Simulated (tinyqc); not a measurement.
# Read current of a NAND string, cells in series solved by shooting: what changes with what

Cells in series, numbered from 0 at the source line (0 V) to the bit line, each followed by a gap resistance Rg. A cell with gate Vg, threshold VT, source Vs and drain Vd passes I = 2 nf K Vt^2 [F(Vs) - F(Vd)]/(1 + th max(Vg - VT, 0)), F(V) = ln^2(1 + exp((Vg - VT - nf V)/(2 nf Vt))). The selected cell has Vg = Vr, the others Vg = Vp.

Inputs (values chosen for the exercise); values of the order met in vertical NAND strings: temperature T = 300 K; gain factor of a cell K = 24 uA/V^2; slope factor nf = 1.7; mobility reduction factor th = 0.16 1/V; resistance of the gap between cells Rg = 5.4 kohm; bit-line voltage Vbl = 0.5 V; pass voltage Vp = 6.4 V; threshold of an erased cell Ve = -1.6 V; threshold of the highest state Vh = 3.8 V; threshold of the selected cell Vx = 2.8 V; sensing current Is = 50 nA; read voltage on the selected word line Vr = 4.23 V.

Constants: q = 1.602176634e-19 C, kB = 1.380649e-23 J/K, Vt = kB T/q. Results are converted to the units shown.

Each table varies one quantity; the others keep the values above.

## Read current against the number of cells

For a trial current I start at 0 V and, cell by cell, solve for the drain: sqrt(F(Vd)) = sqrt(F(Vs) - I/k), k = 2 nf K Vt^2/(1 + th max(Vg - VT, 0)), Vd = [Vg - VT - 2 nf Vt ln(exp(sqrt F) - 1)]/nf, then add I Rg. The string current is the I for which the last node reaches Vbl. The apparent threshold is the Vr at which I = Is. Background: all other cells erased (VT = Ve) or all in the highest state (VT = Vh); ratio and shift are high over erased and high minus erased. The selected cell is in the middle, cell n/2.

Read current against the number of cells:
columns A: n; B: I, others erased (uA); C: I, others high (uA); D: ratio; E: apparent VT, erased (V); F: apparent VT, high (V); G: background shift (mV)
```
A         B        C       D      E      F      G
8     2.736    1.761  0.6439  2.848  2.852  3.731
16    1.535   0.9192  0.5988  2.854  2.861  7.487
32   0.8164   0.4695  0.5751  2.866  2.881  15.08
64   0.4214   0.2372  0.5630  2.890  2.920  30.59
96   0.2840   0.1587  0.5589  2.914  2.960  46.54
128  0.2141   0.1193  0.5569  2.937  3.000  62.97
192  0.1435  0.07964  0.5548  2.985  3.083  97.48
```

With erased neighbours the current falls from 2.74 to 0.144 uA, as n^(-0.83) between the first two rows and n^(-0.99) between the last two (-1 once the series resistance rules). The ratio falls from 0.644 to 0.555 and the background shift rises from 3.73 to 97.5 mV.

## Effect of the position of the selected cell

Same model as above.

The string has 32 cells, numbered from the source.

Results:
columns A: j; B: I, others erased (uA); C: I, others high (uA); D: ratio; E: apparent VT, erased (V); F: apparent VT, high (V); G: background shift (mV)
```
A        B       C       D      E      F         G
0   0.8341  0.4729  0.5670  2.842  2.842  5.566e-6
9   0.8255  0.4713  0.5710  2.855  2.864     8.430
13  0.8206  0.4704  0.5732  2.861  2.874     12.22
18  0.8132  0.4688  0.5765  2.869  2.886     16.99
22  0.8059  0.4672  0.5797  2.875  2.896     20.84
27  0.7945  0.4644  0.5845  2.882  2.908     25.69
31  0.7830  0.4611  0.5890  2.888  2.918     29.60
```

Estimate the missing row, j = 4.

Computed row:
columns A: j; B: I, others erased (uA); C: I, others high (uA); D: ratio; E: apparent VT, erased (V); F: apparent VT, high (V); G: background shift (mV)
```
A       B       C       D      E      F      G
4  0.8306  0.4723  0.5686  2.848  2.852  3.731
```

With this row back in the table: From the source end to the bit-line end the apparent VT with high neighbours rises from 2.842 to 2.918 V and the background shift rises from 5.57e-6 to 29.6 mV. Cells and gaps on the source side raise the source of the selected cell, which costs nf times that voltage in gate drive; those on the drain side only lower its drain voltage.

Computed by the program tinyqc: `OMP_NUM_THREADS=1 python tinyqc.py 2142234 2142235 out.jsonl`, one thread of a shared Intel Xeon 2.30GHz, about 0.5 s for the whole run.
